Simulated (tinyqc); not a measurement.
Critical temperature from a phonon spectrum: McMillan, Allen-Dynes and the linearised Eliashberg equation: one step, computed by the program tinyqc. Command: `OMP_NUM_THREADS=1 python tinyqc.py 3014370 3014371 out.jsonl eliashberg walk`. One thread of a shared host (Intel(R) Xeon(R) Processor @ 2.30GHz), about 0.02 s of CPU time with the checks.

alpha^2 F(omega) = sum_i (lambda_i omega_i/2) delta(omega - omega_i), so that lambda = 2 int alpha^2 F/omega d omega = sum_i lambda_i.

Problem. McMillan and Allen-Dynes. McMillan form: k_B T_c = (omega_log/1.2) exp[-1.04 (1 + lambda)/(lambda - mu* (1 + 0.62 lambda))]. Allen-Dynes multiplies it by f1 f2: f1 = [1 + (lambda/L1)^(3/2)]^(1/3), L1 = 2.46 (1 + 3.8 mu*); f2 = 1 + (omega_rms/omega_log - 1) lambda^2/(lambda^2 + L2^2), L2 = 1.82 (1 + 6.3 mu*) omega_rms/omega_log.

Inputs (values chosen for the exercise, for a model metal): Coulomb pseudopotential mu* = 0.1.

Peaks in alpha^2 F: two.

lambda = 0.705

omega_rms = 25.33078 meV

omega_log = 23.98445 meV

Constants: k_B = 8.617333262e-05 eV/K.

Give: T_c, McMillan form; f1; f2; T_c, Allen-Dynes.

Solution.

T_c, McMillan form = 9.849 K

f1 = 1.031

f2 = 1.003

T_c, Allen-Dynes = 10.18 K

The two corrections raise T_c by 3.3 %.
